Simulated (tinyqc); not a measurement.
Solid solubility of a dopant against its melt (retrograde solidus), clustering and the electrically active fraction: one step, computed by the program tinyqc. Command: `OMP_NUM_THREADS=1 python tinyqc.py 3004320 3004321 out.jsonl retro walk`. One thread of a shared host (Intel(R) Xeon(R) Processor @ 2.30GHz), about 0.01 s of CPU time with the checks.

Question. Active fraction after the anneal. A highly soluble donor (another dopant than that of the solidus) is limited by clustering. Donors N_a are active, and clusters hold m atoms each: N_t = N_a + m C, m C = N* (N_a/N*)^m, with N*(T) = N*(1273 K) exp[-(E_b/k_B)(1/T - 1/1273)]. Resistivity = 1/(e mu N_a).

Inputs (values chosen for the exercise, of the order of those of copper in silicon for the solubility):
```
quantity                                      value        unit
total dopant density N_t                    1.1e+21      1/cm^3
atoms per cluster m                               4           -
cluster scale N* at 1273 K                  2.8e+20      1/cm^3
activation energy E_b of the cluster scale     0.52          eV
anneal temperature T_a                         1150           K
mobility mu                                      45  cm^2/(V s)
```

Clustering: clusters of m atoms, electrons left out.

Constants: k_B = 8.617333262e-05 eV/K; e = 1.602176634e-19 C.

Give: N*(T_a); active density N_a; active fraction; resistivity.

Answer.

N*(T_a) = 1.686e+20 1/cm^3

active density N_a = 2.525e+20 1/cm^3

active fraction = 0.2295

resistivity = 0.5493 milliohm cm

Doubling the dose would raise N_a by only 22 %. Caution: this clustering law is a generic form; degeneracy and a doping-dependent mobility are left out.
